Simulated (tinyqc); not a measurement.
Slater-Koster d bands of an fcc metal, step by step. Values are carried at full precision from step to step, so a last printed digit may differ when a step is redone from the rounded ones.

Slater-Koster d bands. For a bond with direction cosines (l, m, n) the 5 x 5 block is dds Ps + ddp Pp + ddd (1 - Ps - Pp), the projectors on sigma, pi and delta states about the bond; for instance <xy|xy> = 3 l^2 m^2 dds + (l^2 + m^2 - 4 l^2 m^2) ddp + (n^2 + l^2 m^2) ddd, <xy|yz> = 3 l m^2 n dds + l n (1 - 4 m^2) ddp + l n (m^2 - 1) ddd and <3z2-r2|3z2-r2> = (n^2 - (l^2 + m^2)/2)^2 dds + 3 n^2 (l^2 + m^2) ddp + (3/4)(l^2 + m^2)^2 ddd. H(k) sums the blocks times cos(k.R) over the neighbours; the d level is the zero of energy; k in 2 pi/a.

Parameters, chosen for this exercise (of the size met in Ir; not measured data):

| symbol | value | unit | meaning |
|---|---|---|---|
| dds | -1.163 | eV | dd sigma |
| ddp | 0.5 | eV | dd pi |
| ddd | -0.105 | eV | dd delta |
| k | (0.73, 0.16, 0.31) | 2 pi/a | wave vector |
| Nd | 8 |  | d electrons per atom |

## The block of one bond

Direction (1,1,0)/sqrt2; its eigenvalues must be dds once, ddp twice and ddd twice.

block (eV), lower triangle:
```
             xy      yz      zx   x2-y2   3z2-r2
xy      -0.8985
yz            0  0.1975
zx            0  0.3025  0.1975
x2-y2         0       0       0  0.5000
3z2-r2   0.4581       0       0       0  -0.3695
```

## Levels at Gamma

Neighbours: twelve at (a/2)(1,1,0) and equivalents.

Summing the blocks at k = 0 gives E(t2g) = 3 dds + 4 ddp + 5 ddd, E(eg) = 1.5 dds + 6 ddp + 4.5 ddd.

levels (eV): t2g (threefold) -2.0140, eg (twofold) 0.7830

The t2g level lies lower, by 2.7970 eV.

## The Hamiltonian at one k

Sum over the neighbours.

H(k) (eV), lower triangle:
```
             xy       yz      zx    x2-y2  3z2-r2
xy       2.1782
yz      -0.7507  -2.5217
zx      -0.4821  -0.4373  1.2672
x2-y2         0  -0.6323  0.9846  -1.2326
3z2-r2  -0.6622   0.3651  0.5684   1.3016  0.9931
```

## Levels and character

Diagonalise H; t2g is xy, yz, zx and eg the other two.

levels (eV): -3.0317  -1.7348  0.6262  1.7512  3.0735

weights:
```
     band 1  band 2  band 3  band 4  band 5
t2g   0.762   0.306   0.456   0.799   0.677
eg    0.238   0.694   0.544   0.201   0.323
```

## Levels at points of symmetry

Coordinates: G (0, 0, 0), X (1, 0, 0), W (1, 0.5, 0), L (0.5, 0.5, 0.5), K (0.75, 0.75, 0); the others lie half way.

Levels (eV):

| k | band 1 | band 2 | band 3 | band 4 | band 5 |
|---|---|---|---|---|---|
| G | -2.014 | -2.014 | -2.014 | 0.783 | 0.783 |
| G-X 0.5 | -3.594 | -1.478 | 0.790 | 0.790 | 2.000 |
| X | -5.174 | -3.739 | 3.217 | 3.594 | 3.594 |
| W | -2.000 | -0.790 | -0.790 | 1.478 | 3.594 |
| L | -2.420 | -1.719 | -1.719 | 2.929 | 2.929 |
| L-G 0.5 | -2.217 | -1.196 | -1.196 | 1.185 | 1.185 |
| K | -3.587 | -1.665 | 1.773 | 1.861 | 2.983 |

On these points the bands run from -5.174 (X) to 3.594 eV (X and W).

## Second moment and the rectangular band

mu2 = z (dds^2 + 2 ddp^2 + 2 ddd^2)/5 per orbital, with z = 12. A rectangular band with the same mu2 has width W = sqrt(12 mu2), Fermi level W (Nd/10 - 1/2) and bond energy -W Nd (10 - Nd)/20 (Friedel).

mu2 = 4.4991 eV^2
W = 7.3477 eV
Fermi level = 2.2043 eV
bond energy per atom = -5.8782 eV

The bond energy is the attractive part alone; the repulsion between atoms, left out, cancels a large share of it in the cohesive energy.

## Checks

- Levels at Gamma from the formulas against H(0): they agree to 1e-10 or better.
- Second moment from the formula against the mean square level on the mesh: both 4.49909.

tinyqc: `OMP_NUM_THREADS=1 python tinyqc.py 1480852 1480853 out.jsonl`; about 0.04 s, one thread, shared Intel(R) Xeon(R) Processor @ 2.30GHz.
